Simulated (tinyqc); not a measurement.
# Changing the asymmetry L1

Model: regular and subregular solution with a miscibility gap. Computed by tinyqc, a small Python program. Command: `OMP_NUM_THREADS=1 python tinyqc.py 3025136 3025137 out.jsonl regsol sweep`. One thread of a shared host (Intel(R) Xeon(R) Processor @ 2.30GHz), about 0.01 s of CPU time with the checks.

Per mole of mixing sites: G(x) = x (1 - x) [L0 + L1 (1 - 2x)] + R T [x ln x + (1 - x) ln(1 - x)], x the fraction of B.

Inputs (values chosen for the exercise, for a model alloy):

| quantity | value | unit |
|---|---|---|
| interaction L0 | 7.42 | kJ/mol |
| size misfit eta = d ln a/dx | 0.0072 | - |
| temperature T | 314 | K |
| start value s0 | 0.01 | - |

Source of L0: given.

Constants: R = 8.314462618 J/(mol K).

Method:
- L0 and eta are given.
- The spinodal is G'' = 0, R T_s(x) = x (1 - x) [2 L0 + 6 L1 (1 - 2x)]; the critical point is its maximum.
- G' = L0 (1 - 2x) + L1 (1 - 6x + 6x^2) + R T ln[x/(1 - x)]; G'' = -2 L0 - 6 L1 (1 - 2x) + R T/[x (1 - x)].
- Common tangent: F1 = G'(x1) - G'(x2) = 0 and F2 = [G - x G'](x1) - [G - x G'](x2) = 0. Newton step: J = [[G''(x1), -G''(x2)], [-x1 G''(x1), x2 G''(x2)]], J dx = -F; a step that would leave 0 < x < 1 is halved until it stays inside. The start is x1 = s0, x2 = 1 - s0.
- Stop when the step is below 1e-12, or when x1 and x2 meet within 1e-5; residuals under 1e-7 are shown as 0.

One run for each value:

| asymmetry L1 (kJ/mol) | critical composition x_c | critical temperature T_c (K) | solubility limit x1 | solubility limit x2 |
|---|---|---|---|---|
| -0.89 | 0.5826 | 459.8 | 0.1222 | 0.9427 |
| -0.53 | 0.5518 | 451.2 | 0.1082 | 0.9315 |
| -0.17 | 0.5171 | 446.7 | 0.0940 | 0.9189 |
| 0.19 | 0.4809 | 446.9 | 0.0804 | 0.9052 |
| 0.56 | 0.4454 | 451.8 | 0.0675 | 0.8906 |
| 0.92 | 0.4151 | 460.7 | 0.0564 | 0.8767 |
| 1.30 | 0.3883 | 473.7 | 0.0464 | 0.8629 |
| 1.60 | 0.3707 | 486.0 | 0.0397 | 0.8531 |
| 2.00 | 0.3514 | 504.6 | 0.0323 | 0.8414 |

Over the rows, critical composition x_c falls from 0.583 to 0.351; critical temperature T_c (K) goes from 460 through a minimum among these rows, 447 at -0.170, to 505; solubility limit x1 falls from 0.122 to 0.0323. B in A costs L0 + L1 and A in B costs L0 - L1 at infinite dilution, so raising L1 lowers x1 and lets more A into B.

Extremes, crossings and ranges named in words are read from the listed rows.
